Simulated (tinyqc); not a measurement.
From one set of inputs to another, one input at a time: switching kinetics of a ferroelectric film and the memory window of a ferroelectric gate stack. Computed by tinyqc, a small Python program. Command: `OMP_NUM_THREADS=1 python tinyqc.py 3017198 3017199 out.jsonl feswitch ladder`. One thread of a shared host (Intel(R) Xeon(R) Processor @ 2.30GHz), about 0.03 s of CPU time with the checks.

Fields in MV/cm; 1 microcoulomb/cm^2 over eps_0 is 11.29409 MV/cm. In the stack (metal, ferroelectric, interlayer, channel) the channel is taken as a conductor.

The inputs printed are set A. Inputs not listed in the table keep their values of set A, so the rows need not describe a real material.

Inputs (values chosen for the exercise, for a model hafnia-based film):

| quantity | value | unit |
|---|---|---|
| saturation polarisation P_s | 27 | microcoulomb/cm^2 |
| ratio P_r/P_s | 0.84 | - |
| coercive field E_c | 1.5 | MV/cm |
| permittivity of the ferroelectric eps_F | 42 | - |
| thickness t_F | 11 | nm |
| permittivity of the interlayer eps_I | 7.5 | - |
| interlayer thickness t_I | 1.1 | nm |
| share s of P screened by trapped charge | 0.76 | - |
| pulse height V | 3.5 | V |
| time constant t_inf | 3.4e-09 | s |
| activation field E_a | 7.7 | MV/cm |
| Merz exponent alpha | 2 | - |
| dimension n | 3 | - |
| pulse length t_p | 3.7e-06 | s |
| breakdown field of the interlayer | 16 | MV/cm |

Kinetics: Kolmogorov-Avrami-Ishibashi (KAI).

Method. Series stack: V = E_F t_F + E_I t_I and eps_I E_I = eps_F E_F + (1 - s) P/eps_0. Before switching P = -P_r, after it P = +P_s; in retention V = 0 and P = +P_r. Merz's law: t1 = t_inf exp[(E_a/E)^alpha] at the mean of the fields before and after switching. KAI: switched share = 1 - exp[-(t/t1)^n].

Each row keeps all changes above it:

| input moved | from | to | E_I after switching (MV/cm) | depolarising field in retention (MV/cm) | switching time t1 (s) |
|---|---|---|---|---|---|
| set A | - | - | 17.677 | 0.52544 | 1.0874e-02 |
| pulse height V (V) | 3.5 | 5 | 22.572 | 0.52544 | 4.6916e-06 |
| ratio P_r/P_s | 0.84 | 0.73 | 22.572 | 0.45663 | 5.5994e-06 |
| permittivity of the ferroelectric eps_F | 42 | 26 | 18.947 | 0.52897 | 8.4825e-07 |
| thickness t_F (nm) | 11 | 19 | 15.725 | 0.34347 | 1.6471e-03 |
| time constant t_inf (s) | 3.4e-09 | 4.1e-11 | 15.725 | 0.34347 | 1.9862e-05 |
| permittivity of the interlayer eps_I | 7.5 | 5.5 | 20.214 | 0.44153 | 1.4168e-04 |
| coercive field E_c (MV/cm) | 1.5 | 0.95 | 20.214 | 0.44153 | 1.4168e-04 |

Where does the difference come from?

E_I after switching goes from 17.7 to 20.2, a factor 1.14 in all. The largest single move comes from permittivity of the interlayer eps_I (a factor 1.29), and thickness t_F works against it (a factor 0.830). Depolarising field in retention goes from 0.525 to 0.442, a factor 0.840 in all. The largest single move comes from thickness t_F (a factor 0.649), and permittivity of the interlayer eps_I works against it (a factor 1.29). Switching time t1 goes from 0.0109 to 1.42e-4, a factor 0.0130 in all. The largest single move comes from pulse height V (a factor 4.31e-4), and thickness t_F works against it (a factor 1940). The single moves hold for this order of the switches; the total does not depend on the order.

Caution (rows set A, pulse height V, ratio P_r/P_s, permittivity of the ferroelectric eps_F, permittivity of the interlayer eps_I, coercive field E_c): the interlayer field exceeds its breakdown field, so charge injection would change the fields. Caution (rows set A, permittivity of the interlayer eps_I): E_F after switching lies below E_c, so switching stalls before P_s and that state is not reached. Caution (rows set A, permittivity of the interlayer eps_I, coercive field E_c): the field changes much during switching, so one mean field is a crude stand-in.

Extremes, crossings and ranges named in words are read from the listed rows.
